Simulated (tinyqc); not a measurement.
Worked calculation: dopant redistribution at a moving silicon-oxide interface during parabolic oxidation. Computed by tinyqc, a small Python program that keeps every step. Command: `OMP_NUM_THREADS=1 python tinyqc.py 3013870 3013871 out.jsonl segox walk`. One thread of a shared host (Intel(R) Xeon(R) Processor @ 2.30GHz), about 0.01 s of CPU time with the checks. Intermediate numbers are printed to about 5 digits and carried at full precision; extremes and crossings named in words are read from the listed rows.

Uniformly doped silicon is oxidised with x_ox = sqrt(B t); the interface advances into the silicon by alpha x_ox, alpha = 0.44. The dopant does not move in the oxide, and at the interface C(silicon) = m C(oxide).

Inputs (values chosen for the exercise, modelled on boron in silicon under dry oxygen):
```
quantity                                           value    unit
dopant prefactor D0                                 1.04  cm^2/s
dopant activation energy E                          3.47      eV
oxidation prefactor B0                               745  um^2/h
oxidation activation energy E_B                     1.24      eV
segregation coefficient m = C(silicon)/C(oxide)     0.16       -
bulk doping C_B                                  2.4e+16  1/cm^3
temperature T                                        950       C
time t                                                11       h
```

Constants: k_B = 8.617333262e-05 eV/K.

## Rates

D = D0 exp(-E/(k_B T)), converted with 1 cm^2/s = 3.6e11 um^2/h; B = B0 exp(-E_B/(k_B T)); s = alpha sqrt(B/(4 D)), the interface advance over 2 sqrt(D t). Temperatures in kelvin are T(C) + 273.15.

D = 0.0018871 um^2/h

B = 0.0057936 um^2/h

s = 0.38548

oxide thickness = 0.25245 um

diffusion length 2 sqrt(D t) = 0.28816 um

Diffusion outruns the interface. Caution: in this case the oxide is not much thicker than a typical Deal-Grove length A, so real growth is slower than parabolic. Caution: parabolic growth needs an oxide much thicker than the Deal-Grove length A, which fails for thin films and low temperatures; oxidation-enhanced or retarded diffusion is ignored.

## Interface concentration

With the dopant diffusivity D and s = alpha x_ox/(2 sqrt(D t)), in the silicon C = C_B + (C_s - C_B) erfc(y/(2 sqrt(D t)))/erfc(s), y from the original surface. Dopant balance at the interface gives C_s/C_B = 1/[1 + (1/(m alpha) - 1) g], g = sqrt(pi) s exp(s^2) erfc(s).

g = 0.46424

ratio C_s/C_B = 0.14025

C_s in the silicon = 3.3660e+15 1/cm^3

concentration in the oxide = 2.1038e+16 1/cm^3

m alpha = 0.070: the oxide takes more dopant than the consumed silicon held, so the silicon is depleted. For a very fast interface the ratio would tend to m alpha.

## Dose moved

Consumed silicon held alpha x_ox C_B; the oxide holds x_ox times the dopant concentration in the oxide; the difference is the excess in the silicon; 1 um = 1e-4 cm.

dopant in the consumed silicon = 2.6658e+11 1/cm^2

dopant in the oxide = 5.3109e+11 1/cm^2

excess in the silicon = -2.6450e+11 1/cm^2

## Profile below the interface

Depths z are counted from the present interface: y/(2 sqrt(D t)) = s + z/(2 sqrt(D t)); take z/(2 sqrt(D t)) = 0, 0.05, 0.1, 0.2, 0.3, 0.5, 0.75, 1, 1.5.

Profile:
```
z/(2 sqrt(D t))   z (um)    C/C_B
0.00             0.00000  0.14025
0.05             0.01441  0.21022
0.10             0.02882  0.27721
0.20             0.05763  0.40152
0.30             0.08645  0.51212
0.50             0.14408  0.69101
0.75             0.21612  0.84099
1.00             0.28816  0.92650
1.50             0.43223  0.98875
```

## Temperature and segregation coefficient

The formulas are those given above.

C_s/C_B:
```
T (C)        s   this m  m = 0.2  m = 1/alpha  m = 10
850    0.98865  0.09119  0.11336            1  2.3993
900    0.60507  0.11100  0.13725            1  1.8821
950    0.38548  0.14025  0.17208            1  1.5594
1000   0.25443  0.17961  0.21810            1  1.3648
1050   0.17329  0.22882  0.27433            1  1.2457
1100   0.12138  0.28653  0.33849            1  1.1706
1150   0.08717  0.35038  0.40731            1  1.1217
1200   0.06402  0.41735  0.47717            1  1.0890
```

s falls from 0.989 to 0.0640 as T rises, because diffusion has the larger activation energy (3.47 against 1.24 eV); the ratio for this m moves from 0.091 to 0.417, towards 1. At m = 1/alpha the oxide takes exactly what the silicon held, and nothing moves. The ratio does not depend on time, since both lengths grow as sqrt(t).

Checks made by the program: excess against the integral of the profile (relative difference below 1e-10).
